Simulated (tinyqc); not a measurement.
Worked calculation: coupled-perturbed Hartree-Fock on RHF in the sto-3g basis, for H3+, spin multiplicity 1. Computed by tinyqc, a small Python program that keeps every step (integrals from PySCF). Settings: charge = 1, multiplicity = 1, basis = sto-3g, method = RHF, energy threshold = 1e-10, iteration cap = 56, orthogonalisation = canonical, start = Wolfsberg-Helmholz matrix, DIIS depth = 6. Command: `OMP_NUM_THREADS=1 python tinyqc.py 31263 31264 out.jsonl` (the two numbers bound the seeds that draw the settings). One thread of a shared host (Intel(R) Xeon(R) Processor @ 2.60GHz), about 0.09 s of CPU time with the checks. The early iterations of the SCF are left out here.

## One-electron integrals

Geometry (angstrom):
```
atom        x        y        z
H     0.00000  0.00000  0.00000
H     0.00000  0.00000  1.03700
H     0.00000  0.89800  0.51800
```

Basis sto-3g: exponents (1/bohr^2) and contraction coefficients of normalised primitives:
```
element  l (shell)  exponent  coefficient
H            s (1)   3.42525      0.15433
H            s (1)   0.62391      0.53533
H            s (1)   0.16886      0.44463
```

Overlap, kinetic and nuclear-attraction integrals over the contracted functions; the nuclear repulsion is the sum of Za Zb / Rab.

nuclear repulsion = 1.5309470 hartree

overlap S, order 1H 1s, 2H 1s, 3H 1s:
$$\begin{pmatrix}
1.00000 & 0.47495 & 0.47513 \\
0.47495 & 1.00000 & 0.47484 \\
0.47513 & 0.47484 & 1.00000
\end{pmatrix}$$

kinetic energy T (hartree), order 1H 1s, 2H 1s, 3H 1s:
$$\begin{pmatrix}
0.76003 & 0.09815 & 0.09826 \\
0.09815 & 0.76003 & 0.09809 \\
0.09826 & 0.09809 & 0.76003
\end{pmatrix}$$

nuclear attraction V (hartree), order 1H 1s, 2H 1s, 3H 1s:
$$\begin{pmatrix}
-2.22022 & -1.00135 & -1.00178 \\
-1.00135 & -2.22001 & -1.00108 \\
-1.00178 & -1.00108 & -2.22014
\end{pmatrix}$$

core Hamiltonian H = T + V (hartree), order 1H 1s, 2H 1s, 3H 1s:
$$\begin{pmatrix}
-1.46019 & -0.90319 & -0.90352 \\
-0.90319 & -1.45997 & -0.90299 \\
-0.90352 & -0.90299 & -1.46011
\end{pmatrix}$$

## Two-electron integrals

Functions are numbered as in S; the eight-fold symmetry (ij|kl) = (ji|kl) = (kl|ij) leaves the list below.

Two-electron integrals (ij|kl) in chemists' order, unique and non-zero (hartree):
```
(11|11) 0.77461   (21|11) 0.29254   (21|21) 0.14313   (22|11) 0.46616
(22|21) 0.29254   (22|22) 0.77461   (31|11) 0.29268   (31|21) 0.12843
(31|22) 0.23256   (31|31) 0.14325   (32|11) 0.23247   (32|21) 0.12836
(32|22) 0.29246   (32|31) 0.12840   (32|32) 0.14305   (33|11) 0.46625
(33|21) 0.23250   (33|22) 0.46610   (33|31) 0.29268   (33|32) 0.29246
(33|33) 0.77461
```

## Orthogonalisation

S = U s U^T; canonical form X = U s^(-1/2), so that X^T S X = 1. Each column of U has its largest component positive (the first on a tie).

eigenvalues of S: [0.52486, 0.52519, 1.94995]

X, order 1H 1s, 2H 1s, 3H 1s:
$$\begin{pmatrix}
1.06631 & -0.36463 & 0.41349 \\
-0.21728 & 1.10559 & 0.41341 \\
-0.84914 & -0.74079 & 0.41346
\end{pmatrix}$$

## Starting guess

The start is the generalised Wolfsberg-Helmholz matrix (K = 1.75) built on H; D = 2 C_occ C_occ^T.

D at the start, order 1H 1s, 2H 1s, 3H 1s:
$$\begin{pmatrix}
0.34207 & 0.34187 & 0.34200 \\
0.34187 & 0.34168 & 0.34180 \\
0.34200 & 0.34180 & 0.34192
\end{pmatrix}$$

## Iteration 3 (converged): orbitals

converged F (hartree), order 1H 1s, 2H 1s, 3H 1s:
$$\begin{pmatrix}
-0.74282 & -0.69972 & -0.69991 \\
-0.69972 & -0.74261 & -0.69961 \\
-0.69991 & -0.69961 & -0.74274
\end{pmatrix}$$

Diagonalise F' = X^T F X, C = X C', fill 1 alpha and 1 beta electrons from the bottom; D = 2 C_occ C_occ^T. Each column has its largest component positive (the first on a tie).

F' = X^T F X (hartree):
$$\begin{pmatrix}
-0.08166 & 0.00000 & -0.00002 \\
0.00000 & -0.08205 & 0.00003 \\
-0.00002 & 0.00003 & -1.09860
\end{pmatrix}$$

orbital energies (hartree): MO1 -1.09860, MO2 -0.08205, MO3 -0.08166

coefficients C, order 1H 1s, 2H 1s, 3H 1s:
$$\begin{pmatrix}
0.41352 & -0.36462 & 1.06631 \\
0.41337 & 1.10560 & -0.21729 \\
0.41347 & -0.74078 & -0.84915
\end{pmatrix}$$

D after iteration 3, order 1H 1s, 2H 1s, 3H 1s:
$$\begin{pmatrix}
0.34201 & 0.34188 & 0.34196 \\
0.34188 & 0.34175 & 0.34183 \\
0.34196 & 0.34183 & 0.34191
\end{pmatrix}$$

## Convergence

Stop when the energy changes by less than 1e-10 hartree and every element of the error matrix X^T (F D S - S D F) X is below 3e-06.

Course of the cycle:
```
iteration  E (hartree)     change  largest element of the error matrix
1           -1.2428487          -                             6.61e-05
2           -1.2428487  -3.47e-09                             8.36e-06
3           -1.2428487  -5.63e-11                             3.36e-11
```

PySCF RHF in the same basis = -1.2428487 hartree

Converged in 3 iterations.

## Populations, bond orders and dipole

Mulliken: Z minus the diagonal of D S on the atom; Loewdin: the same with S^(1/2) D S^(1/2); Mayer order: 2 sum_s sum (D(s) S)_ij (D(s) S)_ji over the two atoms.

Charges (e):
```
atom  Mulliken  Loewdin
1H     0.33314  0.33316
2H     0.33356  0.33354
3H     0.33330  0.33330
```

Mayer bond orders:
```
pair    order
2-1   0.44442
3-1   0.44459
3-2   0.44432
```

dipole moment about the origin, x y z (debye): [0.00000, 1.43762, 2.49069]

## Integrals over molecular orbitals

(pq|rs) = sum C_ip C_jq C_kr C_ls (ij|kl), one index at a time.

one-electron integrals over orbitals h = C^T H C (hartree):
$$\begin{pmatrix}
-1.67520 & 0.00005 & -0.00003 \\
0.00005 & -1.06076 & 0.00000 \\
-0.00003 & 0.00000 & -1.06050
\end{pmatrix}$$

Two-electron integrals over orbitals (pq|rs), unique and non-zero (hartree):
```
(11|11) 0.57660     (21|11) -4.81e-05   (21|21) 0.14433     (22|11) 0.56152
(22|21) 0.08114     (22|22) 0.64721     (31|11) 3.17e-05    (31|22) -0.05336
(31|31) 0.14433     (32|11) 7.89e-09    (32|21) -0.05339    (32|22) -2.94e-05
(32|31) -0.08112    (32|32) 0.07691     (33|11) 0.56159     (33|21) -0.08116
(33|22) 0.49336     (33|31) 0.05338     (33|32) 2.94e-05    (33|33) 0.64724
```

## Response to a field: uncoupled start

dipole integrals <a|y|i> (bohr), order a2, a3:
$$\begin{pmatrix}
-0.64323 \\
-0.73724
\end{pmatrix}$$

Field along y; U_ai = -mu_ai / (e_a - e_i), alpha = -4 sum U_ai mu_ai.

uncoupled U, order a2, a3:
$$\begin{pmatrix}
0.63276 \\
0.72496
\end{pmatrix}$$

uncoupled polarisability = 3.76595 bohr^3

## Coupled step 1

U_ai = -(mu_ai + sum_bj [4 (ai|bj) - (ab|ij) - (aj|bi)] U_bj) / (e_a - e_i); alpha = -4 sum U_ai mu_ai.

U after step 1, order a2, a3:
$$\begin{pmatrix}
0.71277 \\
0.81663
\end{pmatrix}$$

polarisability = 4.24213 bohr^3

## Coupled step 2

As before.

U after step 2, order a2, a3:
$$\begin{pmatrix}
0.72288 \\
0.82822
\end{pmatrix}$$

polarisability = 4.30233 bohr^3

## Coupled polarisability

Repeat until U stops changing; compare with -d2E/dF2.

Course of the coupled iterations:
```
step  alpha (bohr^3)
0            3.76595
1            4.24213
2            4.30233
3            4.30995
4            4.31091
5            4.31103
6            4.31105
7            4.31105
8            4.31105
9            4.31105
```

coupled polarisability = 4.31105 bohr^3

finite-field check, fields of +/-0.001 au = 4.31105 bohr^3
